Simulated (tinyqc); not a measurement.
Changing the saturation temperature T: liquidus of a compound AB in a simple-solution melt, liquid-phase epitaxy and vapour pressures. Computed by tinyqc, a small Python program. Command: `OMP_NUM_THREADS=1 python tinyqc.py 3019294 3019295 out.jsonl liq35 sweep`. One thread of a shared host (Intel(R) Xeon(R) Processor @ 2.30GHz), about 0.02 s of CPU time with the checks.

x is the atom fraction of B in the melt. The melt is a simple solution: R T ln gamma_B = W (1 - x)^2, R T ln gamma_A = W x^2, W = a + b T. The solid AB is stoichiometric.

Inputs (values chosen for the exercise, modelled on InAs for the melt): melting point T_F = 1215 K; entropy of fusion S_F = 62.2 J/(mol K); interaction a = 15.6 kJ/mol; interaction slope b = -42.2 J/(mol K); step dT = 8 K; cooling rate c = 0.24 K/min; growth time t = 0.9 min; diffusivity in the melt D = 2.3e-05 cm^2/s; molar volume of the melt V_L = 17.1 cm^3/mol; lattice constant a0 = 6.058 angstrom; melt depth w = 7 mm; heat of evaporation of A = 247 kJ/mol; entropy of evaporation of A = 110 J/(mol K); heat of evaporation of B as (1/2) B2 = 95.9 kJ/mol; entropy of evaporation of B as (1/2) B2 = 70.1 J/(mol K).

Growth programme: supercooling (step, then ramp).

Constants: R = 8.314462618 J/(mol K); N_A = 6.02214076e+23 1/mol; k_B = 8.617333262e-05 eV/K.

Method:
- Liquidus (Vieland): f(x) = R T ln[4 x (1 - x)] + 2 W (1/2 - x)^2 + S_F (T_F - T) = 0.
- Newton steps with f' = (1 - 2x)[R T/(x (1 - x)) - 2 W], from the dilute estimate x = (1/4) exp[-(S_F (T_F - T) + W/2)/(R T)]; stop below 1e-13; f under 1e-6 shown as 0.
- dx/dT = -(df/dT)/f', df/dT = R ln[4 x (1 - x)] + 2 b (1/2 - x)^2 - S_F, f' = (1 - 2x)[R T/(x (1 - x)) - 2 W]. Concentrations: C_L = x N_A/V_L in the melt, C_S = 4/a0^3 in the solid; m = dT/dC_L.
- Semi-infinite melt (Hsieh): step d = 2 dT sqrt(D t/pi)/(C_S m); ramp d = (4/3) c sqrt(D/pi) t^(3/2)/(C_S m); supercooling is their sum. A melt of depth w can give at most w (undercooling)/(C_S m).
- Over the A-rich liquidus: p_A = gamma_A (1 - x) exp(S_A/R - H_A/(R T)), p_B2 = [gamma_B x exp(S_B/R - H_B/(R T))]^2, in bar. Free evaporation is congruent while the A flux over this liquidus is at least the B flux; with A and B2 taken as equal in mass for the estimate, T_c solves p_A = 2 p_B2.

One run for each value; columns: (1) saturation temperature T (K); (2) solubility x; (3) thickness d (micrometre); (4) apparent heat of solution k_B T^2 d ln x/dT (eV); (5) log10 p_A; (6) log10 p_B2:
```
(1)       (2)     (3)      (4)      (5)      (6)
668   0.00169  0.2388  0.85846  -13.569  -15.182
726   0.00551  0.6490  0.84409  -12.028  -13.134
784   0.01469  1.4233  0.80957  -10.717  -11.383
841   0.03221  2.5138  0.75035   -9.611   -9.887
899   0.06080  3.7304  0.67410   -8.638   -8.543
957   0.10012  4.8391  0.60175   -7.795   -7.335
1010  0.14442  5.7522  0.55231   -7.125   -6.323
```

Describe and explain the trends.

Over the rows, solubility x rises from 0.00169 to 0.144 (exponent d ln y / d ln x 14 between the first rows and 6.8 between the last); thickness d (micrometre) rises from 0.239 to 5.75 (exponent d ln y / d ln x 12 between the first rows and 3.2 between the last); apparent heat of solution k_B T^2 d ln x/dT (eV) falls from 0.858 to 0.552 (exponent d ln y / d ln x -0.20 between the first rows and -1.6 between the last). At fixed undercooling the thickness follows dx/dT, so hot melts grow fast and thin layers need cool ones. Left out: 1070, 1130 (the run failed its checks).

Extremes, crossings and ranges named in words are read from the listed rows.
